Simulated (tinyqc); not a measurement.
Minority carriers and saturation current of a heavily doped emitter: one step of the calculation.

n-type, parabolic bands, full ionisation. eta = (EF - Ec)/kB T solves N = Nc F12(eta), F12(x) = (2/sqrt(pi)) int_0^infinity sqrt(u)/(1 + exp(u - x)) du. The gap shrinks rigidly by dEg = E1 [ln(N/N0) + sqrt(ln^2(N/N0) + 0.5)], an empirical law that is here taken as the true narrowing.

Task. Saturation current. 1/tau = Cn N^2 + 1/ts, D = mup Vt, L = sqrt(D tau); J0 = (q p0 D/L)(s + tanh(W/L))/(1 + s tanh(W/L)), s = S L/D; the share recombining inside is 1 - 1/[cosh(W/L)(1 + tanh(W/L)/s)].

Values chosen for this exercise; band and dielectric values close to those of silicon:
- T = 300 K (temperature)
- N = 3.1e19 cm^-3 (ionised donor density)
- mup = 140 cm^2/(V s) (minority-hole mobility)
- Cn = 1.6e-31 cm^6/s (Auger coefficient)
- ts = 0.77 us (defect lifetime)
- W = 66 nm (emitter width)
- S = 59000 cm/s (recombination velocity at the contact)

Constants: q = 1.602176634e-19 C, kB = 1.380649e-23 J/K, Vt = kB T/q. Results are converted to the units shown.

p0 = 53.057244 cm^-3

Find: tau; L; s; J0; share recombining inside.

Result.

tau = 6.449 ns
L = 1528 nm
s = 2.491
J0 = 460.7 fA/cm^2
share recombining inside = 1.796 %

The emitter is transparent: most holes reach the contact.

Range of the model: Band tails, non-parabolic bands and incomplete ionisation are left out.

tinyqc, about 0.01 s, one thread, Intel Xeon 2.30GHz (shared host): `OMP_NUM_THREADS=1 python tinyqc.py 2330021 2330022 out.jsonl`
